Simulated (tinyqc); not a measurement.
# Time-dependent dielectric breakdown: cell percolation, Weibull statistics, area scaling and voltage extrapolation, step by step

A worked calculation. Computed by tinyqc, a small Python program that keeps every step. Command: `OMP_NUM_THREADS=1 python tinyqc.py 3008492 3008493 out.jsonl tddb walk`. One thread of a shared host (Intel(R) Xeon(R) Processor @ 2.30GHz), about 0.01 s of CPU time with the checks. Intermediate numbers are printed to about 6 digits and carried at full precision; extremes and crossings named in words are read from the listed rows.

The oxide is divided into columns of area a^2, each holding m = t_ox/a cells (m is taken as continuous). A share lambda(t) = (t/t_1)^alpha of the cells is defective, and a column whose cells are all defective breaks down.

Inputs (values chosen for the exercise, for a model gate oxide):

| quantity | value | unit |
|---|---|---|
| oxide thickness t_ox | 5 | nm |
| defect cell size a | 0.94 | nm |
| exponent alpha of defect growth | 0.53 | - |
| time t_1 at which the occupied share would reach 1 | 97000 | s |
| test area A | 0.02 | um^2 |
| product area A_u | 1e+06 | um^2 |
| stress voltage V | 5.81 | V |
| use voltage V_u | 3.2 | V |
| local exponent n = -d ln t/d ln V at the stress voltage | 48 | - |
| activation energy E_a | 0.52 | eV |
| stress temperature T | 105 | C |
| use temperature T_u | 100 | C |
| allowed failure fraction F | 0.0001 | - |

Voltage law used: E.

Constants: k_B = 8.617333262e-05 eV/K.

## Weibull parameters from the cell model

Failure fraction F = 1 - (1 - lambda^m)^N with N = A/a^2 columns, which for small lambda^m is 1 - exp(-(t/t63)^beta) with beta = alpha m and t63 = t_1 N^(-1/beta); critical share lambda(t63) = N^(-1/m). 1 um^2 = 1e6 nm^2.

cells per column m = 5.31915

columns N = 22634.7

Weibull slope beta = 2.81915

characteristic life t63 = 2767.32 s

critical share of defective cells = 0.151811

Times between F = 10 % and 90 % span a factor 2.99: the smaller beta = alpha m, the wider the scatter. Caution: t_1 is an input here; in a real oxide it changes with thickness at fixed voltage.

## A sample of breakdown times

uniform random numbers u: 0.9227  0.9823  0.3497  0.8509  0.3528  0.7851  0.3077  0.9724  0.4728  0.7180

Each device fails at t = t63 (-ln(1 - u))^(1/beta). Sort the times; median rank F_i = (i - 0.3)/(n_s + 0.4) for n_s devices; W = ln(-ln(1 - F_i)).

Weibull plot:

| i | t (s) | F_i | ln t | W |
|---|---|---|---|---|
| 1 | 1940.65 | 0.067308 | 7.57078 | -2.66384 |
| 2 | 2051.92 | 0.163462 | 7.62653 | -1.72326 |
| 3 | 2059.97 | 0.259615 | 7.63045 | -1.20202 |
| 4 | 2362.38 | 0.355769 | 7.76743 | -0.82167 |
| 5 | 3008.68 | 0.451923 | 8.00926 | -0.50860 |
| 6 | 3223.55 | 0.548077 | 8.07824 | -0.23037 |
| 7 | 3476.90 | 0.644231 | 8.15390 | 0.03292 |
| 8 | 3862.54 | 0.740385 | 8.25908 | 0.29903 |
| 9 | 4354.70 | 0.836538 | 8.37901 | 0.59398 |
| 10 | 4538.70 | 0.932692 | 8.42040 | 0.99269 |

## Fitting the sample

W = ln(-ln(1 - F_i)) with the median ranks F_i. Least squares in W: W = beta ln t - beta ln t63. Maximum likelihood: solve sum t^b ln t/sum t^b - 1/b = mean of ln t for b, then t63 = (mean of t^b)^(1/b).

slope by least squares = 3.29832

t63 by least squares = 3456.82 s

slope by maximum likelihood = 3.75968

t63 by maximum likelihood = 3429.37 s

The true values are beta = 2.819 and t63 = 2770 s. With 10 devices the standard error of the maximum-likelihood slope is about 0.78 beta/sqrt(n_s) = 0.70; the fits miss by +0.48 and +0.94, and t63 by +25 and +24 %.

## Projection to use conditions

All three voltage laws share the slope n at the stress voltage. Factor t(V_u)/t(V): E law exp(n (1 - V_u/V)); 1/E law exp(n (V/V_u - 1)); power law (V/V_u)^n. Temperatures in kelvin are T(C) + 273.15. Temperature factor exp[(E_a/k_B)(1/T_u - 1/T)]; area factor (A/A_u)^(1/beta); percentile factor (-ln(1 - F))^(1/beta); life = t63 x all four; 1 year = 3.15576e7 s.

voltage factor = 2.31534e+09

temperature factor = 1.23840

area factor = 0.00185800

percentile factor = 0.0381188

projected life = 17.8081 years

Area and percentile together cost 4.1 decades, voltage and temperature return 9.5; a ten-year target is met. Caution: a voltage factor of more than nine decades rests wholly on the chosen law and cannot be tested.

## Three voltage laws

Life = t63 x voltage, temperature, area and percentile factors, the last three as above.

Log10 of the life in years:

| V_u/V | V_u (V) | E law | 1/E law | power law |
|---|---|---|---|---|
| 1.00 | 5.8100 | -8.11400 | -8.1140 | -8.1140 |
| 0.95 | 5.5195 | -7.07169 | -7.0168 | -7.0447 |
| 0.90 | 5.2290 | -6.02938 | -5.7978 | -5.9176 |
| 0.80 | 4.6480 | -3.94477 | -2.9025 | -3.4623 |
| 0.70 | 4.0670 | -1.86016 | 0.8201 | -0.6787 |
| 0.60 | 3.4860 | 0.22446 | 5.7834 | 2.5347 |
| 0.50 | 2.9050 | 2.30907 | 12.7321 | 6.3354 |
| 0.40 | 2.3240 | 4.39368 | 23.1552 | 10.9871 |

At V_u/V = 0.9 the laws differ by 0.23 decades at most, and at 0.5 by 10.4. The E law is the most cautious and the 1/E law the most hopeful. Ten years are reached at V_u/V = 0.563 (E), 0.696 (1/E), 0.646 (power). Caution: the rows at low voltage extrapolate over many decades and cannot be tested.

Checks made by the program: Weibull form against the exact column count at t63 (relative difference 1e-05).
